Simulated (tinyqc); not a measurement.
## Random telegraph noise from one oxide trap in a small MOSFET: effect of the temperature

An acceptor-like trap exchanges electrons with the channel. Inversion charge Q = Cox u, u = n Vt W0(exp((Vg - VT)/(n Vt))), W0 the Lambert function, n = nf, Cox = eps0 eox/tox; linear regime Id = (W/L) mu Q Vd. Relative to threshold the surface potential rises by Vt ln(u/u0) and the oxide voltage by the rest of Vg - VT, with u0 = n Vt W0(1).

N = Cox u/q; dpsi = Vt ln(u/u0); E = E0 - dpsi - (xt/tox)(Vg - VT - dpsi); capture time tc = 1/[(N/zi) vth s0 exp(-xt/lt - EB/Vt)]; emission time te = tc exp(-E/Vt); occupancy te/(tc + te). A = W L; threshold step dV = q (1 - xt/tox)/(Cox A); gm/Id = 1/(u + n Vt); relative step dI/I = (gm/Id) dV + asc mu/A. fc = (1/tc + 1/te)/(2 pi); rms = (dI/I) sqrt(tc te)/(tc + te). VT, nf, vth and mu are held fixed.

Values chosen for this exercise; values of the order met in silicon transistors:
```
symbol  value        unit                                                                 meaning
eox       3.9              relative permittivity of the gate insulator (close to silicon dioxide)
tox       1.7          nm                                                     insulator thickness
xt       0.28          nm                            depth of the trap from the channel interface
E0       0.18          eV                   trap level above the channel Fermi level at threshold
s0      4e-17        cm^2                                                       capture prefactor
EB       0.54          eV                                    capture barrier (lattice relaxation)
lt        0.1          nm                                                 tunnelling decay length
vth       1e7        cm/s                                                        thermal velocity
zi        2.4          nm                                        thickness of the inversion layer
VT       0.24           V                                                       threshold voltage
nf       1.34                                                                         body factor
W          86          nm                                                              gate width
L          27          nm                                                             gate length
mu        180  cm^2/(V s)                                                                mobility
asc         0         V s                              scattering coefficient of the charged trap
Vd       0.02           V                                                           drain voltage
Vg       0.97           V                                                            gate voltage
```

Constants: q = 1.602176634e-19 C, kB = 1.380649e-23 J/K, Vt = kB T/q, eps0 = 8.8541878128e-14 F/cm where lengths are in cm. Results are converted to the units shown.

Result of one run:
```
E (eV),tc (s),te (s),occupancy,dI/I (%),fc (Hz),rms dI/I (%)
-0.01510,1.458,2.615,0.6420,0.4272,0.1700,0.2048
```

Which temperature T gave this result: 210, 300, 360 or 390 K?

T = 300 K.

The whole series:
```
T (K),E (eV),tc (s),te (s),occupancy,dI/I (%),fc (Hz),rms dI/I (%)
180,0.007649,1.556e6,9.505e5,0.3792,0.4179,2.697e-7,0.2028
210,0.001476,1.090e4,1.005e4,0.4796,0.4207,3.044e-5,0.2102
240,-0.004347,264.5,326.4,0.5523,0.4231,0.001089,0.2104
270,-0.009862,14.70,22.46,0.6044,0.4253,0.01792,0.2080
300,-0.01510,1.458,2.615,0.6420,0.4272,0.1700,0.2048
330,-0.02010,0.2204,0.4468,0.6697,0.4289,1.078,0.2017
360,-0.02487,0.04570,0.1019,0.6903,0.4303,5.045,0.1990
390,-0.02943,0.01208,0.02900,0.7059,0.4316,18.66,0.1966
```

As T goes from 180 to 390, tc falls from 1.56e6 to 0.0121 s, te falls from 9.50e5 to 0.0290 s and dI/I rises from 0.418 to 0.432 %. Activation energies over the table: 0.538 eV for capture (EB = 0.54 eV, altered by the change of N) and 0.498 eV for emission.

Range of the model: VT is taken as given; short-channel effects and the uneven flow of current among few electrons are left out.

tinyqc, about 0.01 s, one thread, Intel Xeon 2.30GHz (shared host): `OMP_NUM_THREADS=1 python tinyqc.py 2710104 2710105 out.jsonl`
